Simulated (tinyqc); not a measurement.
## MOS inversion layer, Poisson-Schroedinger loop: mixing schemes compared

Electrons confined at an insulator interface at z = 0, treated as a hard wall; parabolic valleys, Hartree approximation, no image or exchange terms. The depletion charge lies far deeper than the electrons and gives a uniform field q Nd/(eps0 eps_r); the gate balances all charge. Energies are counted from the band edge at the interface.

V0 = q Nd z/(eps0 eps_r) in eV.

Tridiagonal Hamiltonian with psi = 0 one step beyond both ends: H_ii = C (1/m_(i-1/2) + 1/m_(i+1/2))/hz^2 + V0_i + U_i (+ dE for the set B), H_(i,i+1) = -C/(m_(i+1/2) hz^2), C = hbar^2/(2 m0). The lowest 2 level(s) of each valley set are kept, normalised to hz sum |psi|^2 = 1. The mass is the same on all intervals.

Level k holds N_k = D_k Vt ln(1 + exp((EF - E_k)/Vt)) with D = 2 md1 m0 q/(pi hbar^2) for the set A, D = 4 md2 m0 q/(pi hbar^2) for the set B per eV (spin included); EF is fixed by sum N_k = Ns.

n_i = sum_k N_k |psi_k|^2 (converted to cm^-3). Hartree part by Gauss: on the interval before node i the electrons still beyond are S_i = Ns - hz sum_(j<i) n_j, and U_i = U_(i-1) + q S_i hz/(eps0 eps_r) in eV, U_0 = 0 at the interface. Mixing: U(new) = U + a (U(out) - U).

Rounds from U = 0 until the largest |U(out) - U| is below 1e-7 eV (the round that meets it is counted). Anderson mixing of depth m keeps the last m inputs V and residuals F = V(out) - V(in), fits c by least squares to F = dF c over their successive differences dF, dV, and sets V(new) = V + a F - (dV + a dF) c.

Inputs (values chosen for the exercise); masses and permittivity close to those of silicon (100): temperature T = 300 K; relative permittivity eps_r = 11.8; mass along z of valley set A (2 valley(s)) mz1 = 0.902 m0; in-plane density-of-states mass of set A md1 = 0.187 m0; mass along z of valley set B (4 valley(s)) mz2 = 0.192 m0; in-plane density-of-states mass of set B md2 = 0.416 m0; sheet density of electrons Ns = 6.9e11 cm^-2; sheet density of depletion charge Nd = 1.8e11 cm^-2; extra shift of set B (strain) dE = 0 eV; mesh step hz = 2.6 nm.

Constants: q = 1.602176634e-19 C, kB = 1.380649e-23 J/K, hbar = 1.054571817e-34 J s, m0 = 9.1093837015e-31 kg, Vt = kB T/q, eps0 = 8.8541878128e-14 F/cm where lengths are in cm, hbar^2/(2 m0) = 0.0380998212 eV nm^2. Results are converted to the units shown.

| node | z (nm) |
|---|---|
| 1 | 2.6 |
| 2 | 5.2 |
| 3 | 7.8 |
| 4 | 10.4 |
| 5 | 13 |
| 6 | 15.6 |
| 7 | 18.2 |
| 8 | 20.8 |
| 9 | 23.4 |
| 10 | 26 |
| 11 | 28.6 |
| 12 | 31.2 |
| 13 | 33.8 |
| 14 | 36.4 |

Rounds needed:

| a | depth m | rounds |
|---|---|---|
| 1 | plain | 21 |
| 0.8 | plain | 10 |
| 0.6 | plain | 15 |
| 0.4 | plain | 26 |
| 0.2 | plain | 58 |
| 0.1 | plain | 121 |
| 0.5 | 2 | 11 |
| 0.5 | 4 | 8 |
| 0.5 | 8 | 8 |

What does the table show?

Among the plain runs a = 0.8 is fastest, with 10 rounds; larger factors overshoot and smaller ones creep. Anderson mixing needs 8 to 11 rounds.

tinyqc, about 1 s, one thread, Intel Xeon 2.30GHz (shared host): `OMP_NUM_THREADS=1 python tinyqc.py 2160036 2160037 out.jsonl`
